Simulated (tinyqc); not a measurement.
Raising U: Hubbard chain of 3 sites, mean field against exact. Computed by the program tinyqc. Collinear unrestricted mean field (the lowest of 40 random starts) against exact diagonalisation.

one-body matrix (hopping and site energies) (eV):
```
         1        2        3
1  -0.5000  -0.9300   0.0000
2  -0.9300   0.5400  -0.9300
3   0.0000  -0.9300   0.0400
```

electrons, up and down: 2  1

Exact and mean-field results (eV):
```
U          U/t   E exact  E mean field  mean |n_up - n_down|  double occupancy, exact  first gap in the sector
0.470    0.505  -2.41422      -2.40568                 0.342                    0.207                    1.099
0.930    1.000  -2.14346      -2.10878                 0.385                    0.185                    1.104
1.860    2.000  -1.68930      -1.55871                 0.520                    0.141                    1.014
2.790    3.000  -1.34954      -1.12904                 0.702                    0.104                    0.874
3.720    4.000  -1.09999      -0.84707                 0.824                    0.076                    0.745
5.580    6.000  -0.77651      -0.54189                 0.923                    0.043                    0.556
7.440    8.000  -0.58476      -0.38628                 0.957                    0.027                    0.437
11.160  12.000  -0.37490      -0.23049                 0.981                    0.013                    0.301
18.600  20.000  -0.19677      -0.10612                 0.993                 4.88e-03                    0.184
```

What does the comparison show, and why?

In absolute terms mean field is worst at U/t = 4.0, 0.253 eV too high: at small U it is nearly exact, and at large U it misses only exchange-scale energies. Relative to the exact energy its error is 0.4 % at the smallest U, 46 % at most and 46 % at the largest. The double occupancy falls from 0.207 to 0.005.
